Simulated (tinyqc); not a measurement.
Worked calculation: Stillinger-Weber potential for a tetrahedral semiconductor. Computed by tinyqc, a small Python program that keeps every step. Command: `OMP_NUM_THREADS=1 python tinyqc.py 3027851 3027852 out.jsonl swsi walk`. One thread of a shared host (Intel(R) Xeon(R) Processor @ 2.30GHz), about 0.03 s of CPU time with the checks. Intermediate numbers are printed to about 5 digits and carried at full precision; extremes and crossings named in words are read from the listed rows.

With x = r/sigma: pair term eps A (B x^-4 - 1) exp(1/(x - a)); for each pair of neighbours j, k of atom i, three-body term eps lambda exp(gamma/(x_ij - a) + gamma/(x_ik - a)) (cos theta_jik + 1/3)^2; both vanish beyond x = a. A = 7.049556277, B = 0.6022245584, a = 1.8.

Inputs (values chosen for the exercise, modelled on silicon):
```
quantity                    value      unit
energy scale eps            2.115        eV
length scale sigma           2.09  angstrom
three-body strength lambda   23.1         -
gamma                         1.1         -
bond 1 of the trimer         2.32  angstrom
bond 2 of the trimer         2.57  angstrom
angle of the trimer theta     156   degrees
```

displacement of one atom (angstrom): 0.13  0.051  0.079

Constants: 1 eV/angstrom^3 = 160.2176634 GPa.

## A trimer

Atom 1 binds atoms 2 and 3 at the angle theta; the third side follows from the cosine rule. Sum the three pair terms and the three-body terms centred on each atom.

distance 2-3 = 4.7834 angstrom

pair terms (eV): 1-2 -2.1115, 1-3 -1.9021, 2-3 0.0000

three-body term at atom 1 = 0.48537 eV

three-body terms at atoms 2 and 3 = 0 eV

energy of the trimer = -3.5282 eV

The cut-off is 3.762 angstrom, so atoms 2 and 3 do not interact directly.

## The diamond lattice

All angles are tetrahedral, so only the pair term acts; its minimum lies at x = 2^(1/6) with depth eps, and second neighbours lie beyond the cut-off. a0 = 4 d/sqrt3; E = -2 eps per atom.

bond length d = 2.3459 angstrom

lattice constant a0 = 5.4177 angstrom

energy per atom = -4.23 eV

## Elastic constants and internal strain

Second derivatives of the energy per atom, volume a0^3/8: e_xx gives C11, e_xx = -e_yy gives 2 (C11 - C12), e_xy = e_yx = h/2 gives the unrelaxed C44(0). Under that shear the second sublattice shifts by u_z; minimising over u_z gives C44 = C44(0) - E_hu^2/(E_uu V) and Kleinman's zeta = |E_hu/E_uu|/(a0/4). The optical force constant is k = 4 E_uu, with M omega^2 = k at the zone centre.

C11 = 172.26 GPa

C12 = 63.355 GPa

unrelaxed C44(0) = 111.76 GPa

C44 = 73.301 GPa

internal strain zeta = 0.50964

optical force constant k = 40.052 eV/angstrom^2

Internal relaxation lowers C44 by 34 %. zeta = 1 would keep all bond lengths equal under shear and 0 would move atoms with the lattice; the value here is 0.51. Caution: the original fit to silicon is too soft in shear (C44) and too stiff for the optical mode.

## One atom displaced in the eight-atom cell

Cubic cell of side a0 with periodic images; atoms 1 to 4 at (0,0,0), (0,1/2,1/2), (1/2,0,1/2), (1/2,1/2,0), atoms 5 to 8 shifted by (1/4,1/4,1/4). Atom 5 is moved by u. Forces are minus the gradient of the total energy.

bond lengths from atom 5 to atoms 1 to 4 (angstrom): 2.4967  2.3514  2.2586  2.2919

rise of the pair energy = 0.15904 eV

three-body energy = 0.074272 eV

forces (eV/angstrom):
```
              x        y        z
atom 5  -2.3842  -0.7103  -1.3433
atom 1   0.8165   0.6350   0.7035
atom 2   0.2871   0.0930   0.1747
atom 3   0.7765  -0.3702   0.6314
atom 4   0.6010   0.3732  -0.1167
```

Bond bending carries 32 % of the energy rise. The four neighbours take up a total force of 2.938 against 2.827 eV/angstrom on atom 5; the difference acts on atoms 6 to 8.

## Diamond against structures with more neighbours

Each structure is relaxed in its neighbour distance d (lowest minimum for d between sigma and 1.7 sigma), with all neighbours inside the cut-off, second shells too where they fall inside.

Energies per atom (eV):
```
structure     first neighbours  d (angstrom)     pair  three-body    total  volume (angstrom^3)
diamond                      4        2.3459  -4.2300      0.0000  -4.2300               19.878
simple cubic                 6        2.6970  -4.9198      1.7370  -3.1828               19.618
bcc                          8        2.9091  -4.5464      1.8190  -2.7274               18.951
fcc                         12        3.0337  -4.3856      1.8888  -2.4969               19.742
```

The order is diamond < simple cubic < bcc < fcc, the lowest two 1.047 eV apart. Against diamond the pair energy changes by -0.69 (simple cubic), -0.32 (bcc), -0.16 (fcc) eV, while angles away from 109.47 degrees cost 1.74, 1.82, 1.89 eV; the bonds stretch to 3.03 angstrom in fcc to weaken that penalty.

Checks made by the program: lattice sum at a0 (relative difference below 1e-10); B from the pair term alone, phi''(d)/(3 a0), against (C11 + 2 C12)/3 (relative difference 6e-07).
